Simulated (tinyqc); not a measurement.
## Thermal resistances of a two-die stack

Question. Heat leaves through the lower die only, and the system is linear. Find the resistance R1 from the lower die to the coolant, R2 between the dies, and the rise of the upper die when both are powered.

Values chosen for this exercise:
- P1 = 36 W (power of the lower die)
- P2 = 4.2 W (power of the upper die)

rises of the lower and upper die with only the lower one powered (K): [26.28, 26.28]
rises of the lower and upper die with only the upper one powered (K): [3.066, 4.242]

Answer. With only the lower die powered no heat crosses R2, so both dies rise by P1 R1; the difference in the second test is P2 R2; rises add.

R1 = 0.7300 K/W
R2 = 0.2800 K/W
rise of the upper die = 30.52 K

tinyqc, about 0.04 s, one thread, Intel Xeon 2.30GHz (shared host): `OMP_NUM_THREADS=1 python tinyqc.py 2162246 2162247 out.jsonl`
